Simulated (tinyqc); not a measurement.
# Resistance of a tapered via with liner, size effect and interface: what changes with what

A round via whose diameter grows from db at the bottom as D(z) = db + 2 z/tan(ang). The fill, of diameter D - 2 tl, starts above the bottom liner (thickness fb tl) and has rho = rho0 (1 + ks lam/(D - 2 tl)); the sidewall liner conducts in parallel with it. The bottom liner and the interface are crossed over the full area pi db^2/4. Spreading in the lines above and below is left out.

Inputs (values chosen for the exercise); fill metal close to ruthenium:

| symbol | value | unit | meaning |
|---|---|---|---|
| db | 17 | nm | diameter at the bottom |
| hv | 56 | nm | height |
| ang | 86 | degrees | sidewall angle |
| rho0 | 7.58 | uohm cm | bulk resistivity of the fill |
| lam | 6.49 | nm | mean free path of the fill |
| ks | 0.8 |  | size-effect factor |
| tl | 0.2 | nm | liner on the sidewall |
| fb | 0.5 |  | liner at the bottom over that on the sidewall |
| rl | 200 | uohm cm | resistivity of the liner |
| ri | 1.1e-12 | ohm cm^2 | interface resistivity at the bottom |
| Sb | 1.5e15 | S/m^2 | ballistic conductance per area, about 3/(4 rho0 lam) |
| rho2 | 1.68 | uohm cm | bulk resistivity of the second fill (close to copper) |
| lam2 | 39.3 | nm | its mean free path |
| tl2 | 2.4 | nm | its liner |

Each table varies one quantity; the others keep the values above.

## Via resistance against the diameter at the bottom

Slices between z0 = fb tl and hv, evaluated at their midpoints: conductance per length pi/4 [(D - 2 tl)^2/rho + (D^2 - (D - 2 tl)^2)/rl], slice resistance = slice height over that. 2000 slices. R_fill = sum of the slices; R_bottom = rl fb tl/(pi db^2/4); R_interface = ri/(pi db^2/4); ballistic (Sharvin) limit 1/(Sb pi (db - 2 tl)^2/4); ideal cylinder rho0 hv/(pi db^2/4).

Results:

| db (nm) | R_fill (ohm) | R_bottom (ohm) | R_interface (ohm) | R (ohm) | ballistic limit (ohm) | R over ideal cylinder | largest part |
|---|---|---|---|---|---|---|---|
| 6 | 117.65 | 7.0736 | 3.8905 | 128.62 | 27.067 | 0.85670 | fill |
| 8.3 | 64.408 | 3.6964 | 2.0330 | 70.137 | 13.601 | 0.89400 | fill |
| 11 | 38.083 | 2.1045 | 1.1575 | 41.345 | 7.5545 | 0.92564 | fill |
| 16 | 18.792 | 0.99472 | 0.54710 | 20.334 | 3.4879 | 0.96313 | fill |
| 22 | 10.232 | 0.52613 | 0.28937 | 11.048 | 1.8193 | 0.98936 | fill |
| 30 | 5.6251 | 0.28294 | 0.15562 | 6.0636 | 0.96880 | 1.0097 | fill |
| 42 | 2.9218 | 0.14436 | 0.079397 | 3.1456 | 0.49049 | 1.0267 | fill |
| 80 | 0.82302 | 0.039789 | 0.021884 | 0.88469 | 0.13397 | 1.0476 | fill |

Estimate the missing row, db = 58 nm.

Computed row:

| db (nm) | R_fill (ohm) | R_bottom (ohm) | R_interface (ohm) | R (ohm) | ballistic limit (ohm) | R over ideal cylinder | largest part |
|---|---|---|---|---|---|---|---|
| 58 | 1.5515 | 0.075698 | 0.041634 | 1.6689 | 0.25584 | 1.0388 | fill |

With this row back in the table: R falls from 129 to 0.885 ohm. The fill is the largest part at db = 6 and in all other rows. R goes as db^(-1.87) between the first two rows and db^(-1.97) between the last two; area alone gives -2.

## Via resistance against the liner on the sidewall

Same model as above.

2000 slices.

The same in every row: R_interface (ohm) = 0.48462.

Results:

| tl (nm) | R_fill (ohm) | R_bottom (ohm) | R (ohm) | ballistic limit (ohm) | R over ideal cylinder | largest part |
|---|---|---|---|---|---|---|
| 0 | 16.097 | 0 | 16.581 | 2.9371 | 0.88663 | fill |
| 0.6 | 18.174 | 2.6434 | 21.302 | 3.4002 | 1.1391 | fill |
| 1.7 | 23.200 | 7.4896 | 31.174 | 4.5892 | 1.6670 | fill |
| 2.3 | 26.870 | 10.133 | 37.488 | 5.5205 | 2.0046 | fill |
| 2.9 | 31.474 | 12.776 | 44.735 | 6.7668 | 2.3921 | fill |
| 3.4 | 36.255 | 14.979 | 51.719 | 8.1587 | 2.7655 | fill |
| 4 | 43.521 | 17.623 | 61.629 | 10.479 | 3.2954 | fill |

Estimate the missing row, tl = 1.1 nm.

Computed row:

| tl (nm) | R_fill (ohm) | R_bottom (ohm) | R (ohm) | ballistic limit (ohm) | R over ideal cylinder | largest part |
|---|---|---|---|---|---|---|
| 1.1 | 20.232 | 4.8462 | 25.563 | 3.8752 | 1.3669 | fill |

With this row back in the table: R rises from 16.6 to 61.6 ohm. The fill is the largest part at tl = 0 and in all other rows. The share of the two bottom terms goes from 2.92 to 29.4 %.

## Two fill metals against the diameter

2000 slices. R_fill = sum of the slices; R_bottom = rl fb tl/(pi db^2/4); R_interface = ri/(pi db^2/4). The second fill has rho2, lam2 and tl2 in place of rho0, lam and tl.

Two fill metals against the diameter:

| db (nm) | R, first fill (ohm) | R, second fill (ohm) | ratio second/first |
|---|---|---|---|
| 8.5 | 67.08 | 190.5 | 2.840 |
| 12 | 35.09 | 64.47 | 1.837 |
| 17 | 18.11 | 25.24 | 1.394 |
| 24 | 9.342 | 10.86 | 1.162 |
| 35 | 4.492 | 4.559 | 1.015 |
| 49 | 2.325 | 2.170 | 0.9332 |
| 70 | 1.152 | 1.009 | 0.8760 |
| 100 | 0.5688 | 0.4766 | 0.8379 |

What does the table show?

The ratio goes from 2.84 to 0.838. The two fills give the same R at db = 36.9 nm; below it the first gives the lower R. Ratios within a few per cent of 1 are a tie, given that ballistic terms are left out.

Program tinyqc, `OMP_NUM_THREADS=1 python tinyqc.py 2750028 2750029 out.jsonl`; Intel Xeon 2.30GHz, shared host, one thread, about 0.01 s.
